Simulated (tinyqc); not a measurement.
Plasmons of a degenerate electron gas in the random-phase approximation: sweeps and comparisons. A value that a table varies takes the place of the one given here.

Zero temperature, parabolic band: kF = (3 pi^2 n)^(1/3), EF = c kF^2/m, Ep^2 = 8 pi c e2 n/(m eb), qTF^2 = 6 pi e2 n/(eb EF), c = hbar^2/2m0, e2 = e^2/(4 pi eps0), n in 1/angstrom^3 (1e-24 per 1/cm^3).

Lindhard function: eps(q, E)/eb = 1 + (qTF/q)^2 (f1 + i f2) with z = q/(2 kF), u = E/(hbar vF q), hbar vF = 2 c kF/m; f1 = 1/2 + [h(z - u) + h(z + u)]/(8 z), h(x) = (1 - x^2) ln|(x + 1)/(x - 1)|; f2 = pi u/2 for z + u < 1, (pi/(8 z))(1 - (z - u)^2) for |z - u| < 1 < z + u, else 0. Pairs exist for c (q^2 - 2 q kF)/m < E < c (q^2 + 2 q kF)/m.

Constants: hbar^2/2m0 = 3.80998211 eV angstrom^2; e^2/(4 pi eps0) = 14.39964547 eV angstrom; a0 (Bohr radius) = 0.5291772105 angstrom.

Values chosen for the exercise (a free-electron density near that of K; the results hold for these values, not for the real material): n = 1.42e+22 1/cm^3 (electron density); m = 1 m0 (mass); eb = 1 (background dielectric constant); ed = 4 (dielectric constant of the surroundings); d = 100 angstrom (film thickness); qp = 0.493 1/angstrom (wave vector of the plasmon).

## Dispersion and weight of the plasmon

Short formula: E^2 = Ep^2 + (3/5)(hbar vF q)^2 + (c q^2/m)^2; qc is where the plasmon meets the top of the continuum. The weight is the share of the f-sum that the plasmon carries, 2E/(Ep^2 d(eps/eb)/dE); a dash marks no undamped root.

Energies (eV):

| q (1/angstrom) | q/kF | top of continuum | plasmon | short formula | weight |
|---|---|---|---|---|---|
| 0.0760 | 0.101 | 0.4559 | 4.438 | 4.438 | 1.000 |
| 0.190 | 0.254 | 1.222 | 4.507 | 4.506 | 1.000 |
| 0.304 | 0.406 | 2.087 | 4.643 | 4.638 | 0.998 |
| 0.418 | 0.558 | 3.052 | 4.865 | 4.841 | 0.988 |
| 0.532 | 0.710 | 4.115 | 5.204 | 5.126 | 0.955 |
| 0.608 | 0.812 | 4.879 | 5.523 | 5.366 | 0.897 |
| 0.684 | 0.913 | 5.687 | 5.947 | 5.648 | 0.770 |
| 0.737 | 0.984 | 6.277 | 6.333 | 5.872 | 0.561 |
| 0.836 | 1.116 | 7.435 | - | 6.351 | - |
| 0.988 | 1.319 | 9.359 | - | 7.245 | - |

qc = 0.7603 1/angstrom

Ep = 4.425 eV. The plasmon rises from 4.438 to 6.333 eV just before qc, 43 % above Ep. The short formula errs by -0.48 % at q/kF = 0.56 and -7.28 % next to qc. The weight falls from 1.000 to 0.561 as pairs take over the sum. At rs = 4.8 exchange and correlation, left out here, flatten the dispersion, and core polarisation lowers Ep in a real metal.

## Density dependence

n is multiplied by the factor listed.

Results:

| factor | rs | EF (eV) | Ep (eV) | Ep/EF | qc/kF | alpha = 3 EF/(5 Ep) |
|---|---|---|---|---|---|---|
| 0.10 | 10.430 | 0.4607 | 1.399 | 3.037 | 1.346 | 0.198 |
| 0.20 | 8.278 | 0.7313 | 1.979 | 2.706 | 1.237 | 0.222 |
| 0.50 | 6.099 | 1.347 | 3.129 | 2.323 | 1.105 | 0.258 |
| 1.0 | 4.841 | 2.138 | 4.425 | 2.069 | 1.015 | 0.290 |
| 2.0 | 3.842 | 3.394 | 6.258 | 1.844 | 0.931 | 0.325 |
| 5.0 | 2.831 | 6.252 | 9.894 | 1.583 | 0.831 | 0.379 |
| 10 | 2.247 | 9.925 | 13.99 | 1.410 | 0.762 | 0.426 |

Over two decades Ep grows by 10.0 (n^(1/2)) and EF by 21.5 (n^(2/3)), so Ep/EF falls from 3.037 to 1.410 as sqrt(rs), and qc/kF from 1.346 to 0.762: in a dense gas the plasmon enters the continuum earlier on the scale of kF. alpha is the coefficient in E = Ep + alpha hbar^2 q^2/(m m0). The random-phase values are only rough in the rows with rs above about 2 (up to 10.4 here).

## Thin film modes against wave vector (bulk, surface, particle and sheet plasmons)

Drude medium eps = eb (1 - Ep^2/E^2), no retardation. A film of thickness d has modes eps = -ed coth(q d/2) (lower) and eps = -ed tanh(q d/2) (upper); a sheet with ns = n d has E^2 = 4 pi c e2 ns q/(m ed). One surface: eps = -ed; small sphere: eps = -2 ed.

Modes (eV):

| q d | q (1/angstrom) | lower | upper | sheet |
|---|---|---|---|---|
| 0.020 | 0.000200 | 0.2210 | 4.339 | 0.2212 |
| 0.050 | 0.000500 | 0.3487 | 4.219 | 0.3498 |
| 0.10 | 0.00100 | 0.4915 | 4.040 | 0.4947 |
| 0.20 | 0.00200 | 0.6899 | 3.741 | 0.6996 |
| 0.50 | 0.00500 | 1.063 | 3.145 | 1.106 |
| 1.0 | 0.0100 | 1.424 | 2.622 | 1.564 |
| 2.0 | 0.0200 | 1.770 | 2.200 | 2.212 |
| 4.0 | 0.0400 | 1.950 | 2.008 | 3.129 |
| 8.0 | 0.0800 | 1.978 | 1.979 | 4.425 |

bulk, surface, sphere (eV): 4.425  1.979  1.475

At small q d the lower mode tends to the sheet law sqrt(q) (within 5 % up to q d = 0.5 of the values listed) and the upper one starts near the bulk value. At q d = 8 the two are 0.0011 eV apart around the surface value 1.979 eV. Retardation, left out here, matters where q is below about three times sqrt(ed) E/(hbar c), hbar c = 1973.27 eV angstrom: that holds for 4 of the rows (from the top) for the lower mode and 5 for the upper one.

## What moves the plasmon

The plasmon is taken at qp. Each row changes one parameter from the base and keeps the others.

Results:

| case | Ep (eV) | plasmon at qp (eV) | qc (1/angstrom) |
|---|---|---|---|
| base | 4.425 | 5.072 | 0.7603 |
| n = 1.7e+22 1/cm^3 | 4.842 | 5.494 | 0.7895 |
| m = 1.15 m0 | 4.126 | 4.649 | 0.8006 |
| eb = 1.1 | 4.219 | 4.899 | 0.7338 |
| qp = 0.345 1/angstrom | 4.425 | 4.712 | 0.7603 |

The largest shifts from the base row, up to three for each result and ties (the steps differ in size, so this ranks the rows, not the parameters). Ep (eV): n +0.417, m -0.299, eb -0.206; unchanged at the printed digits by qp. plasmon at qp (eV): m -0.423, n +0.422, qp -0.360. qc (1/angstrom): m +0.0404, n +0.0292, eb -0.0264; unchanged at the printed digits by qp.

Computed by tinyqc, a small Python program: `OMP_NUM_THREADS=1 python tinyqc.py 1682761 1682762 out.jsonl` (the numbers bound the seed that draws the inputs); one thread of a shared host (Intel(R) Xeon(R) Processor @ 2.30GHz), about 0.01 s for the whole set of steps.
